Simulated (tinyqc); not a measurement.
Comparisons within one model: polar nitride quantum well with polarisation fields. A value that a table varies takes the place of the one given here.

Growth along [0001]. e_par = (a_sub - a)/a, Ppz = 2 e_par (e31 - e33 C13/C33), P = Psp + Ppz in each layer; strain relaxation and the strain shift of the gaps are left out, although thick layers with more than about 1 % mismatch would relax.

In a periodic stack without free charge the potential drop over a period vanishes: F_w = (P_b - P_w) Lb/(eps0 (eps_w Lb + eps_b Lw)), F_b = -F_w Lw/Lb, eps0 = 8.8541878e-12 F/m; 1 MV/cm = 1e8 V/m = 0.01 V/angstrom.

Envelope functions on cells of 0.25 angstrom over barrier, well, barrier (widths Lb, Lw, Lb), psi = 0 beyond, psi'/m continuous (mean mass between points), c = hbar^2/2m0. With u(z) the integral of e F (F_w in the well, F_b = -F_w Lw/Lb in the barriers, 1 MV/cm = 0.01 V/angstrom), zero at the centre of the well, the electron sees u plus Vc in the barriers and the hole -u plus Vv. The transition is Eg + E_e + E_h; excitons are left out.

Constants: hbar^2/2m0 = 3.80998211 eV angstrom^2; hc = 1239.841984 eV nm.

Values chosen for the exercise (near those of an InGaN well in GaN; not measured data): a_w = 3.235 angstrom (lattice constant a, well); a_b = 3.189 angstrom (lattice constant a, barrier); a_sub = 3.189 angstrom (in-plane lattice constant of the stack); Psp_w = -0.0309 C/m^2 (spontaneous polarisation); Psp_b = -0.035 C/m^2 (spontaneous polarisation); e31_w = -0.354 C/m^2; e31_b = -0.335 C/m^2; e33_w = 0.67 C/m^2; e33_b = 0.673 C/m^2; C_w = 0.279 (C13/C33); C_b = 0.266 (C13/C33); eps_w = 10.8 (dielectric constant); eps_b = 10.2 (dielectric constant); Lb = 40 angstrom (barrier width); Eg = 2.924 eV (gap of the well); Vc = 0.351 eV (conduction offset); Vv = 0.165 eV (valence offset); me = 0.183 m0 (electron, well); meb = 0.2 m0 (electron, barrier); mh = 1.45 m0 (hole, everywhere); Ls = (10, 15, 20, 25, 30, 40, 50) angstrom (well widths); Lw = 34 angstrom (well width).

## Width of the well

Field, levels and overlap anew for each width.

Results:

| Lw (angstrom) | F_w (MV/cm) | E (eV) | E without field (eV) | overlap^2 | ln overlap^2 |
|---|---|---|---|---|---|
| 10 | -1.648 | 3.2267 | 3.2480 | 0.720 | -0.33 |
| 15 | -1.505 | 3.1232 | 3.1625 | 0.638 | -0.45 |
| 20 | -1.384 | 3.0428 | 3.1043 | 0.498 | -0.70 |
| 25 | -1.281 | 2.9783 | 3.0642 | 0.350 | -1.05 |
| 30 | -1.193 | 2.9248 | 3.0357 | 0.225 | -1.49 |
| 40 | -1.048 | 2.8391 | 2.9995 | 0.0763 | -2.57 |
| 50 | -0.934 | 2.7717 | 2.9783 | 0.0207 | -3.88 |

The red shift grows from 21 to 207 meV. The line drops below Eg between 30 and 40 angstrom, which a square well can never do. Over the last two rows dE/dLw = -6.7 meV per angstrom, against -|e F_w| = -9.3 in the last row; the field itself weakens by 43 % over the table, since a wider well shares the drop with the barrier. The overlap falls by a factor 34.8.

## Screening the field

F_w = -1.1302 MV/cm

Carriers or a semipolar orientation reduce the field; here it is simply scaled in well and barrier.

Results:

| share of the field | F_w (MV/cm) | E (eV) | nm | overlap^2 | separation (angstrom) |
|---|---|---|---|---|---|
| 1.0 | -1.130 | 2.8877 | 429.4 | 0.15 | 19.6 |
| 0.8 | -0.904 | 2.9264 | 423.7 | 0.23 | 17.6 |
| 0.6 | -0.678 | 2.9608 | 418.7 | 0.35 | 15.2 |
| 0.4 | -0.452 | 2.9897 | 414.7 | 0.54 | 11.9 |
| 0.2 | -0.226 | 3.0105 | 411.8 | 0.80 | 7.2 |
| 0.0 | 0.000 | 3.0187 | 410.7 | 0.96 | 0.0 |

Full screening shifts the line by -18.6 nm (+131 meV). The first fifth of the screening gives 39 meV and the last fifth 8 meV; a purely quadratic shift would give a ratio of 9, a linear one 1, and here it is 4.7.

## What each parameter does

Polarisation, field, levels and overlap anew. Each row changes one parameter from the base and keeps the others.

Results:

| case | F_w (MV/cm) | E (eV) | overlap^2 | red shift (meV) |
|---|---|---|---|---|
| base | -1.130 | 2.8877 | 0.15 | 131 |
| Lw = 30 angstrom | -1.193 | 2.9248 | 0.23 | 111 |
| Lb = 25 angstrom | -0.892 | 2.9315 | 0.25 | 87 |
| a_sub = 3.179 angstrom | -1.137 | 2.8864 | 0.15 | 132 |
| Psp_b = -0.0385 C/m^2 | -1.333 | 2.8500 | 0.10 | 169 |
| e33_w = 0.737 C/m^2 | -1.161 | 2.8821 | 0.14 | 137 |
| eps_w = 11.9 | -1.070 | 2.8984 | 0.17 | 120 |
| mh = 1.01 m0 | -1.130 | 2.8994 | 0.19 | 124 |
| Vc = 0.298 eV | -1.130 | 2.8799 | 0.14 | 134 |

The largest shifts from the base row, up to three for each result and ties (the steps differ in size, so this ranks the rows, not the parameters). F_w (MV/cm): Lb +0.238, Psp_b -0.203, Lw -0.062; unchanged at the printed digits by mh and Vc. E (eV): Lb +0.0438, Psp_b -0.0376, Lw +0.0371. overlap^2: Lb +0.0993, Lw +0.0747, Psp_b -0.0471; unchanged at the printed digits by a_sub. red shift (meV): Lb -44, Psp_b +38, Lw -20.

Program tinyqc; command `OMP_NUM_THREADS=1 python tinyqc.py 1280118 1280119 out.jsonl`; about 0.08 s on one thread of a shared Intel(R) Xeon(R) Processor @ 2.30GHz.
